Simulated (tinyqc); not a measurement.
# Double-gate transistor, scale length and short-channel effects, step by step

Numbers from tinyqc (`OMP_NUM_THREADS=1 python tinyqc.py 2420019 2420020 out.jsonl`; about 0.01 s on one thread of a shared Intel Xeon 2.30GHz). Printed values are rounded.

A body of thickness ts between two insulators of thickness ti and two tied gates. Below threshold the potential that source and drain add obeys Laplace's equation and vanishes on the gate. Its lowest mode decays along the channel as exp(-k y); k is the smallest positive root of the matching condition at the interface, and the scale length is Lambda = pi/k.

Inputs (values chosen for the exercise); permittivities: semiconductor close to that of silicon, insulator close to that of silicon nitride: temperature T = 300 K; relative permittivity of the semiconductor eps_r = 11.5; relative permittivity of the insulator ei = 7.74; insulator thickness ti = 1.3 nm; body thickness ts = 8.6 nm; channel length L = 37 nm; potential of the source Vbi = 0.9 V; potential of the barrier top at threshold sT = 0.67 V; long-channel threshold VTL = 0.39 V; long-channel body factor m = 1; drain voltage Vds = 0.8 V.

Constants: q = 1.602176634e-19 C, kB = 1.380649e-23 J/K, Vt = kB T/q. Results are converted to the units shown.

## Scan of the matching condition

| point | k (1/nm) |
|---|---|
| 0 | 0.045 |
| 1 | 0.09 |
| 2 | 0.135 |
| 3 | 0.18 |
| 4 | 0.225 |
| 5 | 0.27 |
| 6 | 0.315 |
| 7 | 0.36 |

f(k) = ei cos(k ti) cos(k ts/2) - eps_r sin(k ti) sin(k ts/2).

| point | f(k) |
|---|---|
| 0 | 7.45326 |
| 1 | 6.61194 |
| 2 | 5.27146 |
| 3 | 3.52029 |
| 4 | 1.47423 |
| 5 | -0.73096 |
| 6 | -2.94827 |
| 7 | -5.02887 |

The first change of sign lies between k = 0.225 and 0.27 1/nm.

## Iteration 1: decay constant by Newton steps

k at the start = 0.27 1/nm

f(k) = ei cos(k ti) cos(k ts/2) - eps_r sin(k ti) sin(k ts/2); f' by a central difference with +/- 1e-5 1/nm; k(new) = k - f/f'.

f = -0.730962
f' = -49.6939 nm
k after iteration 1 = 0.255291 1/nm

## Iteration 2: decay constant by Newton steps

As before.

f = -0.00152961
f' = -49.4266 nm
k after iteration 2 = 0.255260 1/nm

## Course of the iteration: decay constant by Newton steps

Stop when k changes by less than 1e-10 1/nm, or after 30 iterations.

Course of the iteration:

| iteration | k (1/nm) | \|change\| (1/nm) |
|---|---|---|
| 1 | 0.255291 | 0.0147 |
| 2 | 0.255260 | 3.09e-5 |
| 3 | 0.255260 | 2.93e-10 |
| 4 | 0.255260 | 0 |

Converged in 4 iterations. The change falls from 0.015 in the first iteration to below the tolerance in the last.

## Scale length against simple estimates

k = 0.255260 1/nm

Lambda = pi/k and l = 1/k. A parabolic potential across the structure gives l(parabolic) = sqrt((eps_r/(2 ei)) ts ti (1 + ei ts/(4 eps_r ti))).

Lambda = 12.3074 nm
l = 3.91758 nm
l(parabolic) = 4.18934 nm

The parabolic estimate is 6.9 % above l.

## Threshold shift, barrier position and swing

Along the channel psi(y) = s + a exp(y/l) + b exp(-y/l) with psi(0) = Vbi, psi(L) = Vbi + Vds and l = 1/k = Lambda/pi; with A = Vbi - s, B = A + Vds, x = exp(-L/l): a = (B - A x) x/(1 - x^2), b = (A - B x)/(1 - x^2). The minimum is s + 2 sqrt(a b), at y = (l/2) ln(b/a). The long-channel potential follows the gate as s = sT + (Vg - VTL)/m, and the threshold VT is the gate voltage at which the minimum equals sT. Swing = m Vt ln 10/g at threshold, g = d(minimum)/ds = 1 - (b x + a)/((1 + x) sqrt(a b)).

s at threshold = 0.661140 V
a = 8.21876e-5 V
b = 0.238778 V
position of the minimum = 15.6199 nm
VT = 0.381140 V
swing = 60.9162 mV/decade

The threshold lies 8.86 mV below the long-channel value, and the barrier top sits at 0.42 L from the source.
